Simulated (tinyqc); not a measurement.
# Worked calculation: thermoelectric coefficients with energy filtering, Landauer integrals

Program tinyqc, `OMP_NUM_THREADS=1 python tinyqc.py 2800115 2800116 out.jsonl`; Intel Xeon 2.30GHz, shared host, one thread, about 0.02 s. Printed values are rounded.

Bulk parabolic band, x = (E - Ec)/kB T, C = hbar^2/(2 m0), kB T in eV. Modes per area gv m kB T x/(4 pi C) times the back-scattering length l0 x^rr give the transport function s0 X(x), s0 = (2 q^2/h) gv m kB T l0/(4 pi C), X = x^(1 + rr), multiplied by tb for x < xb. I_k = int X (x - eta)^k w dx, w = 1/(4 cosh^2((x - eta)/2)).

Inputs (values chosen for the exercise):
```
symbol,value,unit,meaning
T,300,K,temperature
m,1.2,m0,mass of one valley
gv,3,,valleys
l0,2.2,nm,back-scattering length at x = 1
rr,0,,energy exponent of that length
kL,0.79,W/(m K),lattice thermal conductivity
eta,2.9,,reduced Fermi level (EF - Ec)/kB T
xb,1.4,,"barrier height over kB T, above Ec"
tb,0.1,,share of the transport function left below the barrier
xa,0,,lower end of the grid
xe,13,,upper end of the grid
nE,13,,points of the grid
```

Constants: q = 1.602176634e-19 C, kB = 1.380649e-23 J/K, hbar = 1.054571817e-34 J s, h = 6.62607015e-34 J s, m0 = 9.1093837015e-31 kg, Vt = kB T/q, hbar^2/(2 m0) = 0.0380998212 eV nm^2. Results are converted to the units shown.

Range of the model: Parabolic bands, elastic scattering and a fixed kL make these model figures, not those of a material.

## The three integrals on a coarse grid

Simpson's rule on nE equally spaced points from xa to xe.

| point | x | X | w | X w |
|---|---|---|---|---|
| 0 | 0.00000 | 0 | 0.04943357 | 0 |
| 1 | 1.08333 | 0.1083333 | 0.1202807 | 0.01303041 |
| 2 | 2.16667 | 2.166667 | 0.2191870 | 0.4749052 |
| 3 | 3.25000 | 3.25 | 0.2424974 | 0.7881165 |
| 4 | 4.33333 | 4.333333 | 0.1554928 | 0.6738023 |
| 5 | 5.41667 | 5.416667 | 0.06911822 | 0.3743904 |
| 6 | 6.50000 | 6.5 | 0.02588959 | 0.1682824 |
| 7 | 7.58333 | 7.583333 | 0.009079423 | 0.06885229 |
| 8 | 8.66667 | 8.666667 | 0.003110670 | 0.02695914 |
| 9 | 9.75000 | 9.75 | 0.001057214 | 0.01030784 |
| 10 | 10.83333 | 10.83333 | 3.583321e-4 | 0.003881931 |
| 11 | 11.91667 | 11.91667 | 1.213406e-4 | 0.001445975 |
| 12 | 13.00000 | 13 | 4.107618e-5 | 5.339903e-4 |

I_0, I_1, I_2 on this grid: [2.788056, 3.331808, 10.27945]

Converged values are 2.8568, 3.2089 and 10.594; the grid is 2.4 % below the first and 3.0 % below the last.

## Coefficients of the electrons

converged I_0, I_1, I_2: [2.856772, 3.208928, 10.59403]

sigma = s0 I_0, S = -(kB/q) I_1/I_0, Lorenz number L = (kB/q)^2 [I_2/I_0 - (I_1/I_0)^2], kappa_e = L sigma T.

s0 = 331.3457 S/cm
sigma = 946.5790 S/cm
S = -96.79596 uV/K
L = 1.816848 x 1e-8 V^2/K^2
kappa_e = 0.5159370 W/(m K)

L is 26 % below the Sommerfeld value (pi^2/3)(kB/q)^2 = 2.443e-8 V^2/K^2.

## Power factor and figure of merit

Power factor S^2 sigma, ZT = S^2 sigma T/(kappa_e + kL).

power factor = 0.8868931 mW/(m K^2)
ZT = 0.2037372
electronic share of kappa = 39.50704 %
